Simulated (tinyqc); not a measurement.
Changing the particle radius R: a particle near a wafer in liquid: double-layer and van der Waals forces (DLVO), deposition barrier and removal. Computed by tinyqc, a small Python program. Command: `OMP_NUM_THREADS=1 python tinyqc.py 3113263 3113264 out.jsonl dlvo sweep`. One thread of a shared host (Intel(R) Xeon(R) Processor @ 2.30GHz), about 0.01 s of CPU time with the checks.

Sphere and flat wall, Derjaguin approximation, constant potentials in the linear-superposition form, no retardation and no hydration force.

Inputs (values chosen for the exercise, of the order of those for silicon nitride on silicon in water):

| quantity | value | unit |
|---|---|---|
| Hamaker constant A | 3.5e-20 | J |
| potential of the particle psi_1 | 44 | mV |
| potential of the wafer psi_2 | -11 | mV |
| salt concentration c | 0.00099 | mol/L |
| valence z of the symmetric salt | 1 | - |
| temperature T | 343 | K |
| dielectric constant of the liquid | 63.7 | - |
| contact distance h0 | 0.4 | nm |
| contact radius over R | 0.14 | - |
| viscosity | 0.41 | mPa s |

Constants: e = 1.602176634e-19 C; N_A = 6.02214076e+23 1/mol; eps_0 = 8.8541878128e-12 F/m; k_B = 1.380649e-23 J/K; k_B = 8.617333262e-05 eV/K.

Method. kappa^2 = 2 z^2 e^2 N_A (1000 c)/(eps eps_0 k_B T); gamma_i = tanh(z e psi_i/(4 k_B T)); Z = 64 pi eps eps_0 (k_B T/(z e))^2 gamma_1 gamma_2. Adhesion F_a = A R/(6 h0^2) [1 + a^2/(R h0)] - kappa Z R exp(-kappa h0), a the contact radius. Drag in a shear flow F_d = 1.7 x 6 pi mu R^2 G, acting at 1.4 R; rolling starts when 1.4 R F_d = a F_a. Wall shear stress = mu G.

One run for each value:

| particle radius R (nm) | wall shear stress for rolling (Pa) | net adhesion F_a (pN) | kappa R |
|---|---|---|---|
| 5 | 28539 | 2.2863e+02 | 5.3525e-01 |
| 11 | 16013 | 6.2089e+02 | 1.1775e+00 |
| 22 | 10794 | 1.6741e+03 | 2.3551e+00 |
| 47 | 8018 | 5.6756e+03 | 5.0313e+00 |
| 100 | 6723 | 2.1544e+04 | 1.0705e+01 |
| 210 | 6122 | 8.6510e+04 | 2.2480e+01 |
| 450 | 5830 | 3.7832e+05 | 4.8172e+01 |
| 950 | 5696 | 1.6472e+06 | 1.0170e+02 |
| 2000 | 5632 | 7.2194e+06 | 2.1410e+02 |

Over the rows, wall shear stress for rolling (Pa) falls from 28500 to 5630 (exponent d ln y / d ln x -0.73 between the first rows and -0.015 between the last); net adhesion F_a (pN) rises from 229 to 7.22e6 (exponent d ln y / d ln x 1.3 between the first rows and 2.0 between the last); kappa R rises from 0.535 to 214 (exponent d ln y / d ln x about 1.00 throughout). At the high end the exponent of wall shear stress for rolling is -0.02, close to 0: the flattened contact adds adhesion as R^2. The smallest particle needs 5.07 times the shear stress of the largest.

Caution (rows 5.00, 11.0, 22.0): kappa R is not large, so the Derjaguin approximation is only rough at gaps of the order of the Debye length.

Extremes, crossings and ranges named in words are read from the listed rows.
